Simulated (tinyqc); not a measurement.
Inside a calculation: polar nitride quantum well with polarisation fields. Values are carried at full precision from step to step, so a last printed digit may differ when a step is redone from the rounded ones.

Growth along [0001]. e_par = (a_sub - a)/a, Ppz = 2 e_par (e31 - e33 C13/C33), P = Psp + Ppz in each layer; strain relaxation and the strain shift of the gaps are left out, although thick layers with more than about 1 % mismatch would relax.

Constants: hbar^2/2m0 = 3.80998211 eV angstrom^2; hc = 1239.841984 eV nm.

Parameters, chosen for this exercise (near those of an InGaN well in GaN; shifted at random, so the results belong to these values and not to a real crystal): a_w = 3.221 angstrom (lattice constant a, well); a_b = 3.189 angstrom (lattice constant a, barrier); a_sub = 3.189 angstrom (in-plane lattice constant of the stack); Psp_w = -0.0328 C/m^2 (spontaneous polarisation); Psp_b = -0.0333 C/m^2 (spontaneous polarisation); e31_w = -0.355 C/m^2; e31_b = -0.352 C/m^2; e33_w = 0.69 C/m^2; e33_b = 0.69 C/m^2; C_w = 0.27 (C13/C33); C_b = 0.268 (C13/C33); Lw = 17 angstrom (well width); Lb = 70 angstrom (barrier width); eps_w = 10.6 (dielectric constant); eps_b = 10.5 (dielectric constant); Eg = 3.078 eV (gap of the well); Vc = 0.246 eV (conduction offset); Vv = 0.116 eV (valence offset); me = 0.188 m0 (electron, well); meb = 0.2 m0 (electron, barrier); mh = 1.63 m0 (hole, everywhere).

## Strain and polarisation

Give strain and polarisation of well and barrier; the bound sheet charge is |P_w - P_b|/e with e = 1.602176634e-19 C.

Layers:
```
layer       e_par  Ppz (C/m^2)  P (C/m^2)
well     -0.00993      0.01076   -0.02204
barrier   0.00000      0.00000   -0.03330
```

sheet charge = 0.703 x 1e13/cm^2

Of P_w - P_b = +0.0113 C/m^2 the piezoelectric part gives +0.0108 and the spontaneous part +0.0005.

## Built-in fields

In a periodic stack without free charge the potential drop over a period vanishes: F_w = (P_b - P_w) Lb/(eps0 (eps_w Lb + eps_b Lw)), F_b = -F_w Lw/Lb, eps0 = 8.8541878e-12 F/m; 1 MV/cm = 1e8 V/m = 0.01 V/angstrom.

Give both fields and the drop |F_w| Lw across the well.

F_w = -0.967 MV/cm
F_b = 0.235 MV/cm
drop = 0.164 eV

## Levels with and without the field

Envelope functions on cells of 0.25 angstrom over barrier, well, barrier (widths Lb, Lw, Lb), psi = 0 beyond, psi'/m continuous (mean mass between points), c = hbar^2/2m0. With u(z) the integral of e F (F_w in the well, F_b = -F_w Lw/Lb in the barriers, 1 MV/cm = 0.01 V/angstrom), zero at the centre of the well, the electron sees u plus Vc in the barriers and the hole -u plus Vv. The transition is Eg + E_e + E_h; excitons are left out.

Ground states of electron and hole, their centres, the squared overlap, the transition and its wavelength hc/E.

Results:
```
case            E_e (eV)  E_h (eV)  <z>_e  <z>_h  overlap^2  E (eV)     nm
no field          0.1391    0.0329    0.0    0.0      0.874  3.2501  381.5
built-in field    0.1290    0.0108    4.3   -5.1      0.587  3.2177  385.3
```

The field shifts the line by -32 meV, pulls the carriers 9.4 angstrom apart and, with the rate proportional to overlap^2, lengthens the radiative lifetime by a factor 1.49.

## Estimate from two triangular wells

For a strong field: E = Eg - |e F_w| Lw + a0 (c (e F_w)^2)^(1/3) (me^(-1/3) + mh^(-1/3)), a0 = 2.338107, hard walls, c = hbar^2/2m0, 1 MV/cm = 0.01 V/angstrom.

electron term = 0.2893 eV
hole term = 0.1408 eV
E = 3.3437 eV

The electron term exceeds the drop across the well, so the electron still feels the far wall and the estimate is outside its range. Against the grid result 3.2177 eV the estimate errs by +126 meV: +78 from the electron and +48 from the hole, since hard walls stand in for offsets of 0.246 and 0.116 eV into which the carriers leak.

## Checks

- Electron level without field against the matching condition of the square well, eV: both 0.139.

Computed by tinyqc, a small Python program: `OMP_NUM_THREADS=1 python tinyqc.py 1252305 1252306 out.jsonl` (the numbers bound the seed that draws the inputs); one thread of a shared host (Intel(R) Xeon(R) Processor @ 2.30GHz), about 0.07 s for the whole set of steps.
